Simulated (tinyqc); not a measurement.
# Input admittance of a MOSFET at zero drain bias: distributed channel and distributed gate: what changes with what

Source and drain grounded, strong inversion, w = 2 pi f, Cox = eps0 eox/tox. The channel is an RC line of resistance 1/(mu Cox Vo) per square fed from both ends, so one finger has the intrinsic admittance y = i w Cox L tanh(g)/g per width, g = (1/2) sqrt(i w tau), tau = L^2/(mu Vo). The vertical resistance rv/L is in series with y, the overlaps 2 i w Cov in parallel: y_t = 1/(1/y + rv/L) + 2 i w Cov. The gate strip is a line of Rsh/L per length loaded by y_t, so a finger has Y = y_t Wf tanh(k)/k, k = (Wf/sd) sqrt(y_t Rsh/L); the device has Nf Y.

Parameters, values chosen for the exercise; values of the order met in silicon radio-frequency transistors:
- eox = 9.2 (relative permittivity of the gate insulator (close to aluminium oxide))
- tox = 18 nm (insulator thickness)
- L = 1.1 um (channel length)
- Wf = 16 um (finger width)
- Nf = 1 (number of fingers)
- mu = 110 cm^2/(V s) (channel mobility)
- Vo = 0.21 V (gate overdrive)
- Rsh = 5.2 ohm/square (sheet resistance of the gate)
- rv = 1.6 ohm um^2 (vertical resistivity of the gate stack)
- sd = 2 (number of ends at which a finger is contacted)
- Cov = 0.3 fF/um (overlap and fringe capacitance on each side)
- f = 1.3 GHz (frequency)

Constants: eps0 = 8.8541878128e-14 F/cm where lengths are in cm. Results are converted to the units shown.

Each table varies one quantity; the others keep the values above.

## Input impedance against frequency

Low-frequency limits, with c = Cox L and ct = c + 2 Cov: R_strip = Rsh Wf/(3 sd^2 L Nf), R_ch = (c/ct)^2 L/(12 mu Cox Vo Wf Nf), R_vert = (c/ct)^2 rv/(L Wf Nf), C = ct Wf Nf. Z = 1/(Nf Y) = R + 1/(i w C), Q = |Im Z|/R, far-point signal |1/cosh k|.

The same in every row: low-frequency R (ohm) = 442.86.

Results:

| f (GHz) | w tau | \|k\| | R (ohm) | C (fF) | Q | signal at the far point |
|---|---|---|---|---|---|---|
| 0.01 | 0.032912 | 0.010297 | 442.86 | 89.248 | 402.68 | 1.0000 |
| 0.1 | 0.32912 | 0.032555 | 442.82 | 89.230 | 40.279 | 0.99999 |
| 0.3 | 0.98736 | 0.056273 | 442.53 | 89.083 | 13.457 | 0.99988 |
| 0.7 | 2.3038 | 0.085122 | 441.07 | 88.359 | 5.8340 | 0.99939 |
| 2 | 6.5824 | 0.13413 | 428.78 | 82.687 | 2.2445 | 0.99637 |
| 5 | 16.456 | 0.17444 | 370.39 | 63.209 | 1.3596 | 0.99110 |
| 10 | 32.912 | 0.20579 | 264.30 | 43.670 | 1.3789 | 0.98779 |
| 40 | 131.65 | 0.32156 | 88.755 | 24.373 | 1.8393 | 0.97646 |

Estimate the missing row, f = 0.04 GHz.

Computed row:

| f (GHz) | w tau | \|k\| | R (ohm) | C (fF) | Q | signal at the far point |
|---|---|---|---|---|---|---|
| 0.04 | 0.13165 | 0.020594 | 442.85 | 89.245 | 100.67 | 1.0000 |

With this row back in the table: R falls from 443 to 88.8 ohm and C falls from 89.2 to 24.4 fF. Q goes as f^(-1.00) between the first two rows and f^(0.21) between the last two, where w tau = 132 and |k| = 0.322. The low-frequency limits hold both R and C within 5 % up to f = 0.7 GHz among the rows.

## Effect of the channel length

Same model as above.

Result of one run:

| L (um) | w tau | \|k\| | R (ohm) | low-frequency R (ohm) | C (fF) | Q | signal at the far point |
|---|---|---|---|---|---|---|---|
| 0.22 | 0.17114 | 0.14040 | 74.363 | 74.367 | 25.528 | 64.493 | 0.99988 |

What becomes of these results when the channel length L is changed from 0.22 to 0.03 um, all else the same?

Result of the changed run:

| L (um) | w tau | \|k\| | R (ohm) | low-frequency R (ohm) | C (fF) | Q | signal at the far point |
|---|---|---|---|---|---|---|---|
| 0.03 | 0.0031824 | 0.25820 | 231.73 | 231.73 | 11.771 | 44.883 | 0.99963 |

The whole series:

| L (um) | w tau | \|k\| | R (ohm) | low-frequency R (ohm) | C (fF) | Q | signal at the far point |
|---|---|---|---|---|---|---|---|
| 0.03 | 0.0031824 | 0.25820 | 231.73 | 231.73 | 11.771 | 44.883 | 0.99963 |
| 0.058 | 0.011895 | 0.20105 | 122.37 | 122.38 | 13.799 | 72.499 | 0.99986 |
| 0.11 | 0.042785 | 0.16471 | 74.486 | 74.486 | 17.564 | 93.577 | 0.99992 |
| 0.22 | 0.17114 | 0.14040 | 74.363 | 74.367 | 25.528 | 64.493 | 0.99988 |
| 0.42 | 0.62375 | 0.12711 | 137.46 | 137.53 | 39.975 | 22.280 | 0.99966 |
| 0.8 | 2.2630 | 0.11839 | 300.67 | 302.06 | 66.832 | 6.0926 | 0.99888 |
| 1.6 | 9.0521 | 0.10065 | 650.39 | 684.21 | 110.42 | 1.7047 | 0.99745 |
| 3 | 31.824 | 0.069708 | 955.74 | 1373.2 | 115.33 | 1.1107 | 0.99838 |

As L goes from 0.03 to 3, R goes from 232 through a minimum of 74.4 (at L = 0.22 among the rows listed) to 956 ohm, C rises from 11.8 to 115 fF and Q goes from 44.9 through a maximum of 93.6 (at L = 0.11 among the rows listed) to 1.11. R_strip falls as 1/L while R_ch grows with L, which gives the minimum of R.

tinyqc, about 0.01 s, one thread, Intel Xeon 2.30GHz (shared host): `OMP_NUM_THREADS=1 python tinyqc.py 2262117 2262118 out.jsonl`
